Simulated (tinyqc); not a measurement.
Electron-beam lithography: double-Gaussian proximity function, edge placement and dose correction for parallel lines: one step, computed by the program tinyqc.

Lines are infinitely long. Absorbed energy is counted so that the middle of a very large area written at dose 1 receives 1; the resist develops where it exceeds 1/2.

Question. Shot noise and writing time. With dose = d_s D0: electrons per pixel N = dose x pixel area/e; relative noise 1/sqrt(N); time per cm^2 of pattern area = dose x density/current; pixel rate = current/(dose x pixel area).

Inputs (values chosen for the exercise, of the order of those for 50 keV electrons in resist on silicon): beam current = 2.4 nA; pixel size = 10 nm; pattern density around the test line = 0.78.

dose = 70.89626 microcoulomb/cm^2

Constants: e = 1.602176634e-19 C.

Give: electrons per pixel; shot noise; writing time per cm^2; pixel rate.

Answer.

electrons per pixel = 442.50

shot noise = 4.7538 %

writing time per cm^2 = 6.4004 h

pixel rate = 33.852 MHz
